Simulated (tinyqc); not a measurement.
Printed widths: electron-beam lithography: double-Gaussian proximity function, edge placement and dose correction for parallel lines. Computed by tinyqc, a small Python program. Command: `OMP_NUM_THREADS=1 python tinyqc.py 3113461 3113462 out.jsonl proximity walk`. One thread of a shared host (Intel(R) Xeon(R) Processor @ 2.30GHz), about 0.01 s of CPU time with the checks.

Lines are infinitely long. Absorbed energy is counted so that the middle of a very large area written at dose 1 receives 1; the resist develops where it exceeds 1/2.

Inputs (values chosen for the exercise, of the order of those for 50 keV electrons in resist on silicon): forward range alpha = 0.014 micrometre; backscatter range beta = 9 micrometre; backscatter ratio eta = 0.78.

line widths (micrometre): 9.8  0.12  1.1  0.039  0.054

gaps between the lines (micrometre): 0.62  0.87  0.15  0.19

Method:
- The first line starts at x = 0; each next one starts after the width and the gap.
- f(r) = [exp(-r^2/alpha^2)/alpha^2 + eta exp(-r^2/beta^2)/beta^2]/(pi (1 + eta)). A line from a to b at dose d gives E(x) = d [S(alpha) + eta S(beta)]/(1 + eta), S(s) = [erf((b - x)/s) - erf((a - x)/s)]/2.
- M_ij is the mean of E at the two edges of line i from line j at dose 1.
- Uncorrected edge energies are M 1. Solve M d = 1/2 for the doses d that put the mean edge energy of every line at the threshold.
- Edges are the roots of E(x) = 1/2 between a line centre and the middle of the next gap. Three cases: dose 1 everywhere; one common dose equal to the mean of d; the corrected doses.

Lines (micrometre):

| line | left edge | right edge | centre |
|---|---|---|---|
| 1 | 0.000 | 9.800 | 4.9000 |
| 2 | 10.420 | 10.540 | 10.4800 |
| 3 | 11.410 | 12.510 | 11.9600 |
| 4 | 12.660 | 12.699 | 12.6795 |
| 5 | 12.889 | 12.943 | 12.9160 |

corrected doses: 1 1.01018, 2 0.99999, 3 1.10830, 4 1.16366, 5 1.18210

Width error, printed less drawn (nm):

| line | drawn width (nm) | dose 1 | mean dose | corrected |
|---|---|---|---|---|
| 1 | 9800 | -0.6070 | 3.1631 | 1.16e-04 |
| 2 | 120 | -0.4780 | 3.2897 | 8.50e-05 |
| 3 | 1100 | -3.1633 | 0.6078 | 8.03e-04 |
| 4 | 39 | -4.5489 | -0.7541 | 2.70e-05 |
| 5 | 54 | -5.0112 | -1.2064 | 3.70e-05 |

With the common mean dose the errors span 4.5 nm. With corrected doses the largest error is below 0.01 nm.

Extremes, crossings and ranges named in words are read from the listed rows.
